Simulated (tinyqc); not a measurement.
Inside a calculation: averaged masses of warped heavy- and light-hole bands. Values are carried at full precision from step to step, so a last printed digit may differ when a step is redone from the rounded ones.

Constants: Ry = 13.60569312 eV; a0 (Bohr radius) = 0.5291772105 angstrom; kB = 8.617333262e-05 eV/K; hbar^2/2m0 = 3.80998211 eV angstrom^2.

Inputs chosen for the exercise (near those of InSb; the results hold for these values, not for the real material): g1 = 34.63 (Luttinger gamma1); g2 = 15.47 (gamma2); g3 = 16.47 (gamma3); eps = 16.35 (dielectric constant); mso = 0.113 m0 (split-off mass); Dso = 0.829 eV (spin-orbit splitting); T = 300 K (temperature).

## Other forms of the parameters

Dresselhaus-Kip-Kittel form E = c [A k^2 -/+ sqrt(B^2 k^4 + C^2 (kx^2 ky^2 + ky^2 kz^2 + kz^2 kx^2))] with A = g1, B = 2 g2, C^2 = 12 (g3^2 - g2^2). Spherical form: mu = (6 g3 + 4 g2)/(5 g1), delta = (g3 - g2)/g1, masses 1/(g1 (1 -/+ mu)). Effective rydberg R* = Ry/(g1 eps^2) and radius a* = a0 g1 eps.

A, B, |C|: 34.630  30.940  19.578

mu, delta: 0.9281  0.0289

spherical masses, heavy and light (m0): 0.4016  0.0150

R* = 1.47 meV
a* = 299.6 angstrom

delta/mu = 0.03 measures the warping against the spherical splitting.

## Masses along six directions

Four-band hole energies E = c k^2 f(u), c = hbar^2/2m0, f = g1 -/+ 2 sqrt(g2^2 + 3 (g3^2 - g2^2) s), s = ux^2 uy^2 + uy^2 uz^2 + uz^2 ux^2 for the unit vector u; minus for heavy, plus for light holes; the mass along u is 1/f.

Give s and both masses.

Masses (m0):

| direction | s | heavy | light |
|---|---|---|---|
| [100] | 0.00000 | 0.2710 | 0.0153 |
| [110] | 0.25000 | 0.4590 | 0.0149 |
| [111] | 0.33333 | 0.5917 | 0.0148 |
| [310] | 0.09000 | 0.3187 | 0.0151 |
| [221] | 0.29630 | 0.5246 | 0.0148 |
| [321] | 0.25000 | 0.4590 | 0.0149 |

The heavy mass grows by a factor of 2.18 from [100] to [111] while the light one shrinks by 3 %; 1/m_heavy + 1/m_light = 2 g1 in every direction.

## Density-of-states masses from three directions

m_d^(3/2) is the angular mean of m(u)^(3/2). The rule mean = (10 F[100] + 16 F[110] + 9 F[111])/35 is exact for cubic harmonics up to sixth order. Total m_d = (m_h^(3/2) + m_l^(3/2))^(2/3).

m^(3/2):

| direction | heavy | light |
|---|---|---|
| [100] | 0.14108 | 0.00188 |
| [110] | 0.31101 | 0.00182 |
| [111] | 0.45517 | 0.00180 |

m_d heavy, light (m0): 0.4477  0.0150

total = 0.4495 m0
share of light holes = 0.6 %

## Averages on a grid

Grid: n x n midpoints in cos(theta) from 0 to 1 and phi from 0 to pi/2, equal weights. m_d = <f^(-3/2)>^(2/3). Conductivity mass for one scattering time: 1/m_c = <|w|^2 f^(-5/2)>/<f^(-3/2)> with w = grad_k(k^2 f)/(2 k), that is |w|^2 = f^2 + |angular gradient of f|^2/4.

Use n = 40.

m_d heavy, light (m0): 0.4248  0.0150

m_c heavy, light (m0): 0.3541  0.0150

The three-direction rule differs from the grid by +5.40 % for heavy holes. Warping makes m_c of the heavy holes 17 % smaller than m_d; on a sphere the two are equal.

## Effective density of states

Nv = 2 (kT/(4 pi c))^(3/2) [m_h^(3/2) + m_l^(3/2) + mso^(3/2) exp(-Dso/kT)], c = hbar^2/2m0, parabolic bands, m_h and m_l the density-of-states masses from the grid; 1 angstrom^-3 = 1e24 cm^-3.

prefactor = 2.5094e+19 cm^-3

the three terms: 0.27683  0.00183  0.00000

Nv = 6.993e+18 cm^-3

shares (%): 99.3  0.7  0.0

kT/Dso = 0.03, small enough for the four-band form.

## Checks

- m_d and m_c of heavy holes for g2 = g3 against 1/(g1 - 2 g3): they agree to 1e-10 or better.
- m_d of heavy holes on grids of 40 and 160: 0.4248 against 0.4247.

(tinyqc, `OMP_NUM_THREADS=1 python tinyqc.py 1081049 1081050 out.jsonl`, Intel(R) Xeon(R) Processor @ 2.30GHz, 1 thread, shared host, about 0.03 s.)
